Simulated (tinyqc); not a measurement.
Thermal boundary conductance by the acoustic and diffuse mismatch models: one step, computed by the program tinyqc. Command: `OMP_NUM_THREADS=1 python tinyqc.py 3015187 3015188 out.jsonl kapitza walk`. One thread of a shared host (Intel(R) Xeon(R) Processor @ 2.30GHz), about 0.01 s of CPU time with the checks.

Each side has one longitudinal and two transverse Debye branches, omega = v q up to q_D = (6 pi^2 n)^(1/3), with n counting all atoms. Scattering at the interface is elastic. Electrons are left out of G, also for metals. Melting is ignored. G refers to the temperatures of the phonons sent towards the interface. Linear branches over all atoms overstate G at high T, most for crystals with several atoms a cell.

Question. Cross-plane conductivity of the superlattice. kappa_eff = (d_1 + d_2)/(d_1/kappa_1 + d_2/kappa_2 + 2 R), two interfaces a period, with bulk conductivities in the layers; the gradient is J/kappa_eff.

Inputs (values chosen for the exercise, modelled on magnesium oxide (side 1) and silicon carbide (side 2)):
```
quantity              value     unit
conductivity kappa_1   55.5  W/(m K)
conductivity kappa_2    390  W/(m K)
temperature T            77        K
thickness d_1           360       nm
thickness d_2           5.4       nm
heat flux J             1.8  kW/cm^2
```

Structure: superlattice.

boundary resistance R = 8.677992 m^2 K/GW

Give: kappa_eff; kappa_eff without interfaces; interface share of the resistance; temperature gradient.

Answer.

kappa_eff = 15.32 W/(m K)

kappa_eff without interfaces = 56.21 W/(m K)

interface share of the resistance = 0.7275

temperature gradient = 1.175 K/micrometre

The interfaces carry most of the resistance: if both layers are scaled together, kappa_eff grows with the exponent 0.73, the interface share. Caution: kappa_2 is of room-temperature size, so the Kapitza length is only nominal at this T. Caution: the conductivities are of room-temperature size; at this T real values can differ much and free paths can be long. Caution: R from emitted-phonon temperatures is too large for use in series with Fourier layers, by up to a factor of about 2. Caution: layers this thin are often below the phonon free path, where bulk conductivities and independent interfaces no longer hold.
